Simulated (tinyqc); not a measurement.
Zero-field depth and permittivity from two fields.

Problem. The apparent depth of a Coulomb trap is Et - sqrt(q F/(pi eps0 eps_r)). Find Et and eps_r.

Constants: q = 1.602176634e-19 C, eps0 = 8.8541878128e-14 F/cm where lengths are in cm. Results are converted to the units shown.

apparent depth at F = 30 and 120 kV/cm (eV): 0.26251876  0.22503752

Solution. The depth is linear in sqrt(F): the intercept is Et and the slope -sqrt(q/(pi eps0 eps_r)).

Et = 0.3000 eV
eps_r = 12.30

Program tinyqc, `OMP_NUM_THREADS=1 python tinyqc.py 2050173 2050174 out.jsonl`; Intel Xeon 2.30GHz, shared host, one thread, about 0.01 s.
